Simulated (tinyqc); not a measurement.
# Reverse leakage of an n+-p junction: diffusion, generation, trap-assisted and band-to-band tunnelling: leakage components against the reverse bias

One-sided abrupt junction in the depletion approximation, x from the junction (0) to W on the p side, field F = F0 (1 - x/W). Flat quasi-Fermi levels, long p side. Traps generate through SRH with both lifetimes shortened by 1 + Gamma (Hurkx enhancement, form for moderate fields); band-to-band generation is local and needs a total bending above Eg.

ni = sqrt(Nc Nv) exp(-Eg/(2 Vt)), Eg in volts; Vbi = Vt ln(Na Nd/ni^2); W = sqrt(2 eps0 eps_r (Vbi + VR)/(q Na)); F0 = 2 (Vbi + VR)/W; FG = sqrt(24 mt m0 (kB T)^3)/(q hbar); J_diff = q ni^2 sqrt(Dn/tau)(1 - exp(-VR/Vt))/Na. u = (Vbi + VR)(1 - x/W)^2, p = Na exp(-u/Vt), n = Nd exp((u - Vbi - VR)/Vt); G0 = ni^2 (1 - exp(-VR/Vt))/(tau (n + p + 2 ni cosh(Et/Vt))); Gamma = 2 sqrt(3 pi)(F/FG) exp((F/FG)^2); trap-assisted part G0 Gamma; G_bb = Ab F^2.5 exp(-Bb/F) with F in V/cm, zero unless Vbi + VR > Eg, and counted as zero under 1 cm^-3 s^-1. Currents are q times the integrals over 0 to W; J_bb under 1e-8 of J is printed as 0; rows with F0/FG above 2.2, beyond the range of this Gamma, are left out.

Values chosen for this exercise; band and dielectric values close to those of silicon: temperature T = 400 K; band gap Eg = 1.1 eV; relative permittivity eps_r = 11.7; conduction-band density of states at T Nc = 4.39e19 cm^-3; valence-band density of states at T Nv = 4.13e19 cm^-3; acceptor density of the lighter side Na = 1.7e17 cm^-3; donor density of the heavier side Nd = 5e19 cm^-3; SRH lifetime of both carriers at zero field tau = 2e-7 s; trap level above the intrinsic level Et = -0.01 eV; tunnelling mass mt = 0.23 m0; electron diffusion coefficient on the lighter side Dn = 22 cm^2/s; band-to-band prefactor Ab = 4.3e14 cm^-0.5 V^-2.5 s^-1; band-to-band field constant Bb = 1.88e7 V/cm.

Constants: q = 1.602176634e-19 C, kB = 1.380649e-23 J/K, hbar = 1.054571817e-34 J s, m0 = 9.1093837015e-31 kg, Vt = kB T/q, eps0 = 8.8541878128e-14 F/cm where lengths are in cm. Results are converted to the units shown.

The same in every row: J_bb (A/cm^2) = 0.

Leakage components against the reverse bias:
```
VR (V),F0 (kV/cm),F0/FG,J_diff (A/cm^2),J_SRH (A/cm^2),J_TAT (A/cm^2),J (A/cm^2),largest part
0.2,242,0.445,2.47e-7,3.15e-6,5.89e-6,9.29e-6,trap-assisted tunnelling
0.7,291,0.535,2.48e-7,7.81e-6,1.85e-5,2.65e-5,trap-assisted tunnelling
1.2,334,0.612,2.48e-7,1.15e-5,3.22e-5,4.39e-5,trap-assisted tunnelling
1.7,371,0.681,2.48e-7,1.46e-5,4.72e-5,6.20e-5,trap-assisted tunnelling
2.2,405,0.743,2.48e-7,1.73e-5,6.36e-5,8.12e-5,trap-assisted tunnelling
2.7,436,0.800,2.48e-7,1.98e-5,8.16e-5,1.02e-4,trap-assisted tunnelling
3.2,465,0.854,2.48e-7,2.21e-5,1.01e-4,1.24e-4,trap-assisted tunnelling
3.7,493,0.904,2.48e-7,2.43e-5,1.23e-4,1.47e-4,trap-assisted tunnelling
4.2,519,0.952,2.48e-7,2.63e-5,1.46e-4,1.72e-4,trap-assisted tunnelling
```

J rises from 9.29e-6 to 1.72e-4 A/cm^2. Trap-assisted tunnelling leads at VR = 0.2 and in all other rows. The ratio J_TAT/J_SRH goes from 1.87 to 5.56 as F0/FG goes from 0.445 to 0.952.

Range of the model: The n+ side is degenerate, so Vbi from Boltzmann statistics is only a guide.

Computed by the program tinyqc: `OMP_NUM_THREADS=1 python tinyqc.py 2290107 2290108 out.jsonl`, one thread of a shared Intel Xeon 2.30GHz, about 0.01 s for the whole run.
